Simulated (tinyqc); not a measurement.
Quaternary alloy A(x)B(1-x)C(y)D(1-y) matched to a substrate, step by step. Values are carried at full precision from step to step, so a last printed digit may differ when a step is redone from the rounded ones.

Matching a(x,y) = a_s gives x = (a_s - y a_BC - (1 - y) a_BD)/(y (a_AC - a_BC) + (1 - y)(a_AD - a_BD)).
Constants: hc = 1239.841984 eV nm.

Values chosen for the exercise (AC, AD, BC, BD near GaAs, GaSb, InAs and InSb; substrate near InP; shifted at random, so the results belong to these values and not to a real crystal):
- a = (5.649, 6.1, 6.055, 6.477) angstrom (lattice constants of AC, AD, BC, BD)
- a_s = 5.876 angstrom (substrate)
- y = 0.79 (fraction of C)
- Eg = (1.503, 0.802, 0.411, 0.237) eV (gaps at Gamma of AC, AD, BC, BD)
- Cb = (0.419, 0.401, 1.374, 0.747) eV (bowing of ABC, ABD, ACD, BCD)
- dx = -0.01 (error of x in growth)

## The matched composition

Give numerator, denominator and x.

numerator = -0.26762 angstrom
denominator = -0.39991 angstrom
x = 0.6692

## The gap by rule 1

Q(x,y) = x y Q_AC + x (1 - y) Q_AD + (1 - x) y Q_BC + (1 - x)(1 - y) Q_BD for the lattice constant. Gap, rule 1: Q(x,y) - x (1 - x)[y C_ABC + (1 - y) C_ABD] - y (1 - y)[x C_ACD + (1 - x) C_BCD]. Rule 2 (mean of ternaries): {x (1 - x)[y T_ABC(x) + (1 - y) T_ABD(x)] + y (1 - y)[x T_ACD(y) + (1 - x) T_BCD(y)]}/{x (1 - x) + y (1 - y)}, T_ABC(x) = x E_AC + (1 - x) E_BC - C_ABC x (1 - x), T_ACD(y) = y E_AC + (1 - y) E_AD - C_ACD y (1 - y), and alike. Only the Gamma valley is followed.

Give the four weights, the bilinear part, the two bowing terms, the gap and hc/gap.

weights of AC, AD, BC, BD: 0.5287  0.1405  0.2613  0.0695

bilinear part = 1.0312 eV

bowing terms (eV): 0.0919  0.1935

gap = 0.7457 eV
wavelength = 1663 nm

## The gap by rule 2

Give the four ternary gaps and their weighted mean.

T_ABC, T_ABD, T_ACD, T_BCD (eV): 1.0490  0.5263  1.1278  0.2505

gap = 0.8957 eV

Rule 2 lies 150 meV above rule 1: it averages the two bowing terms where rule 1 adds them. Both agree on the ternary edges.

## An error in composition

Replace x by x + dx; mismatch (a_s - a)/a and change of the relaxed gap by rule 1.

a = 5.8800 angstrom
mismatch = -0.068 %
change of the gap = -10.1 meV

The layer would be under compression; the strain shift of the gap is not included.

## Checks

- Lattice constant at the matched composition against a_s (angstrom): both 5.8760.
- Rule 2 as a mean of ternaries against its form with averaged bowing (eV): both 0.8957.

(tinyqc, `OMP_NUM_THREADS=1 python tinyqc.py 1080610 1080611 out.jsonl`, Intel(R) Xeon(R) Processor @ 2.30GHz, 1 thread, shared host, about 0.01 s.)
